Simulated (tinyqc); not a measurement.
Anisotropic wet etching of Si(100): plane rates, V-grooves, membranes and undercut: one step, computed by the program tinyqc.

A long slot opens the mask on a (100) wafer. The floor etches at R100; (111) walls stand at theta = arctan(sqrt2) = 54.7356 degrees to the surface and recede at R111 along their normal.

Question. Designing a membrane from the back side. Etch depth d - membrane, time = depth/R100; for a membrane as wide as w the opening must be w + sqrt2 depth - 2 u time; oxide mask consumed R_ox x time; a 1 K error changes the depth by the fraction E/(k_B T^2); a convex mask corner, such as that of a mesa, would retreat by c x depth.

Inputs (values chosen for the exercise, close to those used for potassium hydroxide solutions): activation energy of (100), E = 0.6 eV; corner undercut rate over (100) rate, c = 2.5; bath temperature T = 95 C; width w (mask opening along <110>, or membrane width in the design step) = 12 um; wafer thickness d = 380 um; membrane thickness wanted = 7.9 um.

R100 = 2.384421 um/min

lateral rate u = 0.06925056 um/min

R_ox = 0.01753856 um/min

Constants: k_B = 8.617333262e-05 eV/K.

Give: time to reach the membrane; opening needed; oxide consumed; depth error per kelvin; retreat of a convex corner.

Answer.

time to reach the membrane = 156.1 min

opening needed = 516.6 um

oxide consumed = 2737 nm

depth error per kelvin = 19.12 um

retreat of a convex corner = 930.25 um

The error per kelvin is 242 % of the membrane, so a timed etch cannot hold it and an etch stop is needed. The oxide loss calls for a nitride mask. A corner retreat larger than the depth shows why mesas need compensation structures. Caution: the remaining silicon is too narrow for its thickness to act as a membrane. Caution: rates also depend on concentration, doping, additives and stirring, all held fixed here.
